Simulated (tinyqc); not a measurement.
Plane-wave Kohn-Sham cycle with exchange-only LDA in a layered model solid, step by step. Computed by tinyqc, a small Python program that keeps every step. Settings: points = 16, plane-wave index or count = 3, electrons = 4, k points = 4, area = 37.0, mixing = 0.8, iteration cap = 53. Command: `OMP_NUM_THREADS=1 python tinyqc.py 26705 26706 out.jsonl` (the two numbers bound the seeds that draw the settings). One thread of a shared host (Intel(R) Xeon(R) Processor @ 2.60GHz), about 0.01 s of CPU time with the checks. Later iterations appear only in the table of the cycle.

## Iteration 1: potential

A solid whose potential varies along x alone (atomic units):
```
parameter                      value
period a                    9.000000
cross-section of the cell  37.000000
electrons per cell                 4
grid points                       16
plane waves -n..n, n               3
k points                           4
V1 in V1 cos(2 pi x/a)     -0.750000
```

density at the start, on the grid x_j = j a/N (e/bohr^3): [0.012012, 0.012012, 0.012012, 0.012012, 0.012012, 0.012012, 0.012012, 0.012012, 0.012012, 0.012012, 0.012012, 0.012012, 0.012012, 0.012012, 0.012012, 0.012012]

V_H(G) = 4 pi rho(G)/G^2 for G != 0 (uniform background); v_x = -(3 rho/pi)^(1/3); V = V_ext + V_H + v_x; Fourier components f(G_m) = (1/N) sum_j f(x_j) exp(-i G_m x_j).

Potentials on the grid (hartree):
```
x         V_ext     V_H      v_x        V
0.0000  -0.7500  0.0000  -0.2255  -0.9755
0.5625  -0.6929  0.0000  -0.2255  -0.9184
1.1250  -0.5303  0.0000  -0.2255  -0.7559
1.6875  -0.2870  0.0000  -0.2255  -0.5125
2.2500        0  0.0000  -0.2255  -0.2255
2.8125   0.2870  0.0000  -0.2255   0.0615
3.3750   0.5303  0.0000  -0.2255   0.3048
3.9375   0.6929  0.0000  -0.2255   0.4674
4.5000   0.7500  0.0000  -0.2255   0.5245
5.0625   0.6929  0.0000  -0.2255   0.4674
5.6250   0.5303  0.0000  -0.2255   0.3048
6.1875   0.2870  0.0000  -0.2255   0.0615
6.7500        0  0.0000  -0.2255  -0.2255
7.3125  -0.2870  0.0000  -0.2255  -0.5125
7.8750  -0.5303  0.0000  -0.2255  -0.7559
8.4375  -0.6929  0.0000  -0.2255  -0.9184
```

V(G_m), m = 0, 1, 2, ... (hartree): [-0.2255, -0.3750, 0.0000, 0.0000, 0.0000, 0.0000, 0.0000]

## Iteration 1: Hamiltonian at one k

k = 0.1250 2 pi / a

H(m,m') = (k + G_m)^2/2 delta + V(G_m - G_m'), with V(-G) = V(G).

H (hartree), order -3, -2, -1, +0, +1, +2, +3:
```
[[1.7888, -0.3750, 0.0000, 0.0000, 0.0000, 0.0000, 0.0000],
 [-0.3750, 0.6312, -0.3750, 0.0000, 0.0000, 0.0000, 0.0000],
 [0.0000, -0.3750, -0.0389, -0.3750, 0.0000, 0.0000, 0.0000],
 [0.0000, 0.0000, -0.3750, -0.2217, -0.3750, 0.0000, 0.0000],
 [0.0000, 0.0000, 0.0000, -0.3750, 0.0829, -0.3750, 0.0000],
 [0.0000, 0.0000, 0.0000, 0.0000, -0.3750, 0.8749, -0.3750],
 [0.0000, 0.0000, 0.0000, 0.0000, 0.0000, -0.3750, 2.1543]]
```

## Iteration 1: levels at that k

Diagonalise the Hermitian matrix.

eigenvalues (hartree): [-0.6894, -0.1517, 0.2656, 0.7282, 0.9520, 1.9060, 2.2609]

## Iteration 1: new density

Motion across x is left out: the lowest 2 band(s) hold two electrons at each of the k points (j + 1/2)/nk - 1/2. Residual R = rho(out) - rho(in); rho(new) = rho(in) + 0.8 R. rho(out) = 2/(a A nk) sum |psi|^2 with psi = sum c exp(i G x). Harris energy E = band energy - dV sum rho (V_H/2 + v_x) + (3/4) dV sum rho v_x with rho(in), dV = a A/N, band energy = (2/nk) sum of the filled levels.

rho(out) (e/bohr^3): [0.022601, 0.024741, 0.025489, 0.019121, 0.009939, 0.003797, 0.001219, 0.000390, 0.000202, 0.000390, 0.001219, 0.003797, 0.009939, 0.019121, 0.025489, 0.024741]

density after iteration 1 (e/bohr^3): [0.020483, 0.022195, 0.022794, 0.017699, 0.010353, 0.005440, 0.003377, 0.002714, 0.002564, 0.002714, 0.003377, 0.005440, 0.010353, 0.017699, 0.022794, 0.022195]

energy per cell = -1.461681 hartree

## Iteration 2: potential

As before.

Potentials on the grid (hartree):
```
x         V_ext      V_H      v_x        V
0.0000  -0.7500   0.2882  -0.2694  -0.7312
0.5625  -0.6929   0.2707  -0.2767  -0.6989
1.1250  -0.5303   0.2131  -0.2792  -0.5964
1.6875  -0.2870   0.1147  -0.2566  -0.4290
2.2500        0  -0.0056  -0.2146  -0.2202
2.8125   0.2870  -0.1202  -0.1732  -0.0064
3.3750   0.5303  -0.2096  -0.1477   0.1729
3.9375   0.6929  -0.2652  -0.1374   0.2904
4.5000   0.7500  -0.2839  -0.1348   0.3313
5.0625   0.6929  -0.2652  -0.1374   0.2904
5.6250   0.5303  -0.2096  -0.1477   0.1729
6.1875   0.2870  -0.1202  -0.1732  -0.0064
6.7500        0  -0.0056  -0.2146  -0.2202
7.3125  -0.2870   0.1147  -0.2566  -0.4290
7.8750  -0.5303   0.2131  -0.2792  -0.5964
8.4375  -0.6929   0.2707  -0.2767  -0.6989
```

V(G_m), m = 0, 1, 2, ... (hartree): [-0.2110, -0.2689, 0.0049, 0.0031, 0.0004, 0.0001, 0.0002]

## Iteration 2: Hamiltonian at one k

k = 0.1250 2 pi / a

As before.

H (hartree), order -3, -2, -1, +0, +1, +2, +3:
```
[[1.8033, -0.2689, 0.0049, 0.0031, 0.0004, 0.0001, 0.0002],
 [-0.2689, 0.6458, -0.2689, 0.0049, 0.0031, 0.0004, 0.0001],
 [0.0049, -0.2689, -0.0244, -0.2689, 0.0049, 0.0031, 0.0004],
 [0.0031, 0.0049, -0.2689, -0.2071, -0.2689, 0.0049, 0.0031],
 [0.0004, 0.0031, 0.0049, -0.2689, 0.0975, -0.2689, 0.0049],
 [0.0001, 0.0004, 0.0031, 0.0049, -0.2689, 0.8895, -0.2689],
 [0.0002, 0.0001, 0.0004, 0.0031, 0.0049, -0.2689, 2.1689]]
```

## Iteration 2: levels at that k

As before.

eigenvalues (hartree): [-0.5055, -0.0683, 0.2357, 0.6952, 0.9267, 1.8649, 2.2247]

## Iteration 2: new density

As before.

rho(out) (e/bohr^3): [0.020342, 0.022033, 0.023244, 0.019258, 0.011927, 0.005759, 0.002384, 0.000998, 0.000644, 0.000998, 0.002384, 0.005759, 0.011927, 0.019258, 0.023244, 0.022033]

density after iteration 2 (e/bohr^3): [0.020371, 0.022066, 0.023154, 0.018946, 0.011612, 0.005695, 0.002582, 0.001341, 0.001028, 0.001341, 0.002582, 0.005695, 0.011612, 0.018946, 0.023154, 0.022066]

energy per cell = -1.188757 hartree

## Convergence

Stop when sqrt(dV sum R^2) is below 1e-8, dV = a A/N.

Course of the cycle:
```
iteration  E (hartree)  norm of the residual
1            -1.461681              1.87e-01
2            -1.188757              2.14e-02
3            -1.188970              5.01e-03
4            -1.189050              1.12e-03
5            -1.189055              2.54e-04
6            -1.189055              5.78e-05
7            -1.189055              1.32e-05
8            -1.189055              3.03e-06
9            -1.189055              6.95e-07
10           -1.189055              1.59e-07
11           -1.189055              3.66e-08
12           -1.189055              8.40e-09
```

Converged in 12 iterations. Before convergence this energy mixes input and output and is not variational, so it may rise towards its limit.
